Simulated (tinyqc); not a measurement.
Order-disorder in a binary alloy on two sublattices: Bragg-Williams and pair (quasi-chemical) approximations: one step, computed by the program tinyqc.

All z = 4 neighbours of a site lie on the other sublattice. B fills the sublattices with x + eta/2 and x - eta/2; energies are per site, from the pure components: u = -z w y with y the probability of an A-B bond taken in one order.

Task: Energy, entropy and site fractions. a = x + eta/2, b = x - eta/2; u = -z w [x (1 - x) + eta^2/4]; s/k_B = [s2(a) + s2(b)]/2, s2(c) = -c ln c - (1 - c) ln(1 - c); gain on ordering = f(eta) - f(0), f = u - T s. Superlattice over fundamental intensity = [eta (f_B - f_A)/2]^2/[(1 - x) f_A + x f_B]^2.

Inputs (values chosen for the exercise, for a model alloy): ordering energy w = (e_AA + e_BB)/2 - e_AB = 34.3 meV; fraction x of B = 0.5; temperature T = 440 K.

Lattice: square (z = 4).

scattering factors f_A, f_B (electrons): 34  47

order parameter eta = 0.9341647

Constants: k_B = 8.617333262e-05 eV/K.

Give: B fraction on its own sublattice; B fraction on the A sublattice; energy u; entropy s; gain on ordering; intensity ratio.

Result:

B fraction on its own sublattice = 0.96708

B fraction on the A sublattice = 0.032918

energy u = -64.232 meV/site

entropy s = 0.14474 k_B/site

gain on ordering = -9.1389 meV/site

intensity ratio = 0.022478

The antisite fraction is 0.0329; the dilute estimate exp(-z w/(k_B T)) gives 0.0268.
